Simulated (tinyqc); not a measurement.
## Permittivity of the insulator from five potentials

Question. A node lies on a semiconductor-insulator interface. Steps: hs = tb/3 down into the semiconductor, ho = tox/2 up into the insulator, hy = L/6 sideways. The flux balance of its box reads eox (hy/ho)(above - node) + eps_r (hy/hs)(below - node) + [(eps_r hs + eox ho)/(2 hy)](left + right - 2 node) - q Na (hs/2) hy/eps0 = 0. Find eox.

Parameters, values chosen for the exercise; semiconductor permittivity made up: relative permittivity of the semiconductor eps_r = 12.9; body thickness tb = 8 nm; insulator thickness tox = 3.2 nm; channel length L = 38 nm; acceptor density of the depleted body Na = 2.1e17 cm^-3.

Constants: q = 1.602176634e-19 C, eps0 = 8.8541878128e-14 F/cm where lengths are in cm. Results are converted to the units shown.

psi (V): node 0.063126977, above 0.017763798, below 0.10783444, left 0.061509577, right 0.13701370

Answer. The balance is linear in eox.

eox = 9.000

tinyqc, about 0.2 s, one thread, Intel Xeon 2.30GHz (shared host): `OMP_NUM_THREADS=1 python tinyqc.py 2480143 2480144 out.jsonl`
